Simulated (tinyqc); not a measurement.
Nudged elastic band on a two-dimensional model surface: one step, computed by the program tinyqc.

V(x, y) = h u^2 + t x + (kappa/2)(y + c u)^2 with u = x^2/w^2 - 1; the path runs from the minimum near (-w, 0) to that near (w, 0).

Problem. Iteration 2. Tangent at image i: towards the higher neighbour if the energies rise or fall through i; at a maximum or minimum, tau = t+ dmax + t- dmin if V(i+1) > V(i-1), else t+ dmin + t- dmax, with t+ = R(i+1) - R(i), t- = R(i) - R(i-1) and dmax, dmin the larger and smaller of |V(i+1) - V(i)| and |V(i-1) - V(i)|; then normalise. Force F = -grad V + (grad V.tau) tau + k_s (|t+| - |t-|) tau. With a climbing image, the highest image feels instead F = -grad V + 2 (grad V.tau) tau and no spring. Update R(new) = R + eta F; the end points stay fixed.

Inputs (values chosen for the exercise, for a model surface):
```
quantity                     value           unit
height h                      0.48             eV
half width w                   1.4       angstrom
transverse stiffness kappa     4.2  eV/angstrom^2
curvature c                   0.76       angstrom
tilt t                      -0.087    eV/angstrom
spring constant k_s            1.5  eV/angstrom^2
step factor eta              0.078  angstrom^2/eV
```

Surface: curved double well. Climbing image: on.

images after iteration 1 (angstrom):
```
                  x          y
image 1  -0.8827162  0.1670558
image 2  -0.4138619  0.2347616
image 3   0.0430050  0.2504639
image 4   0.5183162  0.2102246
image 5   0.9814405  0.1122169
```

positions (angstrom):
```
                x          y
start   -1.353281   0.049877
end      1.442456  -0.046793
saddle  -0.089174   0.756917
```

Give: unit tangents; forces; images after iteration 2.

Solution.

unit tangents:
```
               x         y
image 1  0.98973   0.14292
image 2  0.99941   0.03435
image 3  0.99998  -0.00567
image 4  0.99644  -0.08436
image 5  0.97833  -0.20704
```

forces (eV/angstrom):
```
               x       y
image 1  -0.2154  1.3737
image 2  -0.0921  1.9549
image 3  -0.1761  2.1392
image 4   0.1610  1.9661
image 5   0.3166  1.3924
```

images after iteration 2 (angstrom):
```
               x       y
image 1  -0.8995  0.2742
image 2  -0.4210  0.3872
image 3   0.0293  0.4173
image 4   0.5309  0.3636
image 5   1.0061  0.2208
```
